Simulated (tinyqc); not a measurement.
One anharmonic mode: perturbation theory, self-consistent phonons and exact levels. Changing the mode mass M. Computed by tinyqc, a small Python program. Command: `OMP_NUM_THREADS=1 python tinyqc.py 3029930 3029931 out.jsonl scp sweep`. One thread of a shared host (Intel(R) Xeon(R) Processor @ 2.30GHz), about 0.06 s of CPU time with the checks.

V(x) = k x^2/2 + b x^4 for one coordinate x of mass M. A constant K > 0 gives hbar Omega = sqrt((hbar^2/u) K/M) with K in eV/angstrom^2 and M in u.

Inputs (values chosen for the exercise, for a model mode):
```
quantity             value           unit
harmonic constant k  -1.09  eV/angstrom^2
quartic constant b    9.37  eV/angstrom^4
temperature T          110              K
mixing                0.25              -
```

Shape: double well.

Constants: hbar^2/u = 4.18015928e-03 eV angstrom^2; k_B = 8.617333262e-05 eV/K.

Method:
- Self-consistent phonon, centred at x = 0: K = k + 12 b <x^2>, <x^2> = (hbar Omega/(2K)) coth(hbar Omega/(2 k_B T)).
- Start at K = |k|; K(new) = K + mixing x (K_out - K), but at least K/20; stop when |K_out - K| < 1e-9 |k| or after 90 steps.
- Its free energy is F = k_B T ln[2 sinh(hbar Omega/(2 k_B T))] + (k - K)<x^2>/2 + 3 b <x^2>^2, an upper bound to the exact one.
- Basis: oscillator states n of the constant |k|, with x = s (a + a+), s^2 = hbar Omega/(2|k|); H = hbar Omega (n + 1/2) + (k - |k|) x^2/2 + b x^4, with exact matrix elements of x^2 and x^4.
- Exact values use 120 basis states: F = -k_B T ln sum exp(-E_n/(k_B T)), and <x^2> is the Boltzmann mean.

One run for each value:
```
mode mass M (u)  E_1 - E_0 (meV)  self-consistent quantum (meV)  exact <x^2> (angstrom^2)
2.1                       42.923                         49.139                  0.022952
3.5                       28.497                         34.226                  0.021500
5.7                       18.907                         24.777                  0.021251
15.0                       7.656                         13.963                  0.022377
25.0                       4.377                         10.567                  0.023030
41.0                       2.315                          8.139                  0.023511
68.0                       1.032                          6.267                  0.023852
```

Give the missing row, mode mass M (u) = 9.3.

Computed row:
```
mode mass M (u)  E_1 - E_0 (meV)  self-consistent quantum (meV)  exact <x^2> (angstrom^2)
9.3                       12.195                         18.360                  0.021710
```

Interpolating between the two neighbouring rows (the first column on a logarithmic scale, the others too where they are positive) misses most in E_1 - E_0 (meV), by 1.9 %. Over the rows, E_1 - E_0 (meV) falls from 42.9 to 1.03 (exponent d ln y / d ln x -0.80 between the first rows and -1.6 between the last); self-consistent quantum (meV) falls from 49.1 to 6.27 (exponent d ln y / d ln x -0.71 between the first rows and -0.52 between the last); exact <x^2> (angstrom^2) goes from 0.0230 through a minimum among these rows, 0.0213 at 5.70, to 0.0239. At the high end the exponent of self-consistent quantum is -0.52, close to -0.50: the harmonic or classical law. In a double well a heavier mass cuts the tunnelling splitting faster than any power.

Extremes, crossings and ranges named in words are read from the listed rows.
